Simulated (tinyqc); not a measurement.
## Isotype n-N heterojunction, non-linear Poisson equation by Newton steps, Boltzmann statistics: effect of the conduction-band offset Ec2 - Ec1

One dimension, material 1 (n-type) at x < 0 and material 2 (n-type) at x > 0. Band edges: Ec = -psi in material 1 and -psi + dEc in material 2, Ev = Ec - Eg. Equilibrium, Fermi level at 0. n = Nc F((EFn - Ec)/Vt), p = Nv F((Ev - EFp)/Vt), with F(eta) = exp(eta) (Boltzmann statistics); full ionisation, no interface charge, classical densities; the doping types are chosen for the exercise.

Exact first integral: on each side D^2/(2 eps0 er) = G, G = q [Vt (nI_j - nI_b) + Vt (pI_j - pI_b) - C (psi_j - psi_b)], with C = +N1 or +N2, b the neutral end of that side, and nI, pI the densities themselves. D is continuous, so er1 G1(psi_j) = er2 G2(psi_j) fixes psi_j. Ends from Nc1 F(psi_L/Vt) = N1 and Nc2 F((V + psi_R - dEc)/Vt) = N2. D is counted positive when psi rises towards material 2.

Parameters, values chosen for the exercise; band and dielectric values those of a made-up pair:
- T = 300 K (temperature)
- Eg1 = 1.01 eV (band gap of material 1)
- er1 = 11.1 (relative permittivity of material 1)
- Nc1 = 2.51e19 cm^-3 (conduction-band density of states of material 1)
- Nv1 = 2.5e19 cm^-3 (valence-band density of states of material 1)
- Eg2 = 0.81 eV (band gap of material 2)
- er2 = 15.2 (relative permittivity of material 2)
- Nc2 = 2.25e19 cm^-3 (conduction-band density of states of material 2)
- Nv2 = 9.03e18 cm^-3 (valence-band density of states of material 2)
- N1 = 8.1e16 cm^-3 (donor density of material 1)
- N2 = 8.6e16 cm^-3 (donor density of material 2)
- V = 0 V (bias of side 1 against side 2)

Constants: q = 1.602176634e-19 C, kB = 1.380649e-23 J/K, Vt = kB T/q, eps0 = 8.8541878128e-14 F/cm where lengths are in cm. Results are converted to the units shown.

Effect of the conduction-band offset Ec2 - Ec1:
```
dEc (eV),psi_R - psi_L (V),psi_j - psi_L (V),psi_R - psi_j (V),D/q (cm^-2),n_j in 1 (cm^-3),n_j in 2 (cm^-3)
-0.18,-0.1756,-0.1314,-0.04418,-3.242e11,5.015e14,4.749e17
-0.1,-0.09562,-0.06489,-0.03073,-2.022e11,6.582e15,2.824e17
-0.03,-0.02562,-0.01503,-0.01059,-6.009e10,4.528e16,1.295e17
0.04,0.04438,0.02110,0.02327,1.070e11,1.832e17,3.496e16
0.12,0.1244,0.04549,0.07888,2.800e11,4.707e17,4.067e15
0.2,0.2044,0.05953,0.1448,4.148e11,8.100e17,3.171e14
0.27,0.2744,0.06783,0.2065,5.110e11,1.117e18,2.915e13
0.35,0.3544,0.07495,0.2794,6.053e11,1.471e18,1.739e12
0.42,0.4244,0.07992,0.3445,6.785e11,1.783e18,1.406e11
```

What does the comparison show?

As dEc goes from -0.18 to 0.42, the total bending rises from -0.176 to 0.424 V and the sheet charge D/q rises from -3.24e11 to 6.78e11 cm^-2; the share of the bending in material 1 falls from 74.8 to 18.8 %. The alignment is staggered for dEc = 0.04, 0.12, 0.2, 0.27, 0.35, 0.42 eV. The bending changes sign within the table: electrons move into material 1 where it is positive and into material 2 where it is negative.

Computed by the program tinyqc: `OMP_NUM_THREADS=1 python tinyqc.py 2040007 2040008 out.jsonl`, one thread of a shared Intel Xeon 2.30GHz, about 0.01 s for the whole run.
